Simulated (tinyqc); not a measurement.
# Tunnel rates from the two plateau currents

Question. With only the 0-1 transition of a spin-degenerate level in the bias window, I = 2 q G_in G_out/(2 G_in + G_out). Find GL and GR.

Constants: q = 1.602176634e-19 C. Results are converted to the units shown.

sizes of the plateau currents for electrons entering from the left and from the right (pA): 371.53177  392.76216

Answer. q/I(left) = 1/GR + 1/(2 GL) and q/I(right) = 1/GL + 1/(2 GR) are linear in 1/GL and 1/GR.

GL = 3.90 1/ns
GR = 3.30 1/ns

Computed by the program tinyqc: `OMP_NUM_THREADS=1 python tinyqc.py 2780010 2780011 out.jsonl`, one thread of a shared Intel Xeon 2.30GHz, about 0.01 s for the whole run.
